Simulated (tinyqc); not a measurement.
Changing the ionic charge z: Born-Mayer model of an ionic crystal AB. Computed by tinyqc, a small Python program. Command: `OMP_NUM_THREADS=1 python tinyqc.py 3023459 3023460 out.jsonl bornmayer sweep`. One thread of a shared host (Intel(R) Xeon(R) Processor @ 2.30GHz), about 0.02 s of CPU time with the checks.

Energies are per ion pair and r is the nearest distance of unlike ions.

Inputs (values chosen for the exercise, for a model salt):
```
quantity                        value           unit
unlike repulsion lambda           476             eV
range rho                       0.351       angstrom
like repulsion lambda2            711             eV
dispersion C between like ions     70  eV angstrom^6
```

Structure: caesium chloride. Short range: with like-ion terms.

Constants: e^2/(4 pi eps_0) = 14.39964548 eV angstrom; 1 eV/angstrom^3 = 160.2176634 GPa.

Method:
- Madelung constant M, unlike neighbours z1, like neighbours z2 at f r, volume per pair: rock salt 1.747565, 6, 12, sqrt2, 2 r^3; caesium chloride 1.762675, 8, 6, 2/sqrt3, 8 r^3/(3 sqrt3); zinc blende 1.638055, 4, 12, sqrt(8/3), 16 r^3/(3 sqrt3).
- U(r) = -M z^2 e^2/(4 pi eps_0 r) + z1 lambda exp(-r/rho) + z2 [lambda2 exp(-f r/rho) - C/(f r)^6] (one mean like-ion term for both sublattices).
- Newton steps on g(r) = U'(r), from r = 9 rho: r(new) = r - U'(r)/U''(r), with the move limited to 0.3 angstrom. Where U'' is negative, move 0.3 angstrom downhill. Stop when |U'| is below 1e-9.
- B = U''(r0)/(9 c r0), with the volume written as c r^3.

One run for each value:
```
ionic charge z  lattice energy U (eV per pair)  equilibrium distance r0 (angstrom)  bulk modulus B (GPa)
1.60                                   -22.504                              2.5160                104.63
1.77                                   -28.395                              2.4241                140.39
1.93                                   -34.702                              2.3438                181.26
2.10                                   -42.253                              2.2639                233.33
2.27                                   -50.727                              2.1887                295.36
2.43                                   -59.587                              2.1215                363.87
2.60                                   -69.989                              2.0532                448.53
```

Over the rows, lattice energy U (eV per pair) falls from -22.5 to -70.0 (exponent d ln y / d ln x about 2.3 throughout); equilibrium distance r0 (angstrom) falls from 2.52 to 2.05 (exponent d ln y / d ln x -0.37 between the first rows and -0.48 between the last); bulk modulus B (GPa) rises from 105 to 449 (exponent d ln y / d ln x 2.9 between the first rows and 3.1 between the last). U grows faster than z^2, because the stronger attraction also shortens r0.
